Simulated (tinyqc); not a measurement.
# Dead time and true rate from two light levels

Problem. A non-paralysable detector measures m = n/(1 + n td); dark counts are negligible. Find td and the true rate at the lower flux.

measured rates at a photon flux and at four times that flux (1/s): 4.9624060e6  1.1379310e7

Answer. 1/m = 1/n + td, so the difference of the inverse rates is 3/(4 n).

td = 50.00 ns
n = 6.600e6 1/s

Numbers from tinyqc (`OMP_NUM_THREADS=1 python tinyqc.py 2630012 2630013 out.jsonl`; about 0.01 s on one thread of a shared Intel Xeon 2.30GHz).
